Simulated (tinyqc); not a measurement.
Inside a calculation. Method: CCSD on RHF in the sto-6g basis, frozen core, for BeH+, spin multiplicity 1. One step of it, computed by the program tinyqc.

Question. Orthogonalisation. S = U s U^T; symmetric (Loewdin) form X = U s^(-1/2) U^T, so that X^T S X = 1.

overlap S, lower triangle:
```
           1Be 1s    1Be 2s   1Be 2px   1Be 2py   1Be 2pz     2H 1s
1Be 1s   1.000000
1Be 2s   0.254764  1.000000
1Be 2px  0.000000  0.000000  1.000000
1Be 2py  0.000000  0.000000  0.000000  1.000000
1Be 2pz  0.000000  0.000000  0.000000  0.000000  1.000000
2H 1s    0.100773  0.523242  0.000000  0.000000  0.562684  1.000000
```

Give: eigenvalues of S; X.

Answer.

eigenvalues of S: 0.2279  0.7957  1.0000  1.0000  1.1594  1.8170

X, lower triangle:
```
          1Be 1s   1Be 2s  1Be 2px  1Be 2py  1Be 2pz   2H 1s
1Be 1s    1.0261
1Be 2s   -0.1392   1.2217
1Be 2px   0.0000   0.0000   1.0000
1Be 2py   0.0000   0.0000   0.0000   1.0000
1Be 2pz  -0.0067   0.2090   0.0000   0.0000   1.2228
2H 1s     0.0076  -0.4550   0.0000   0.0000  -0.4860  1.4159
```
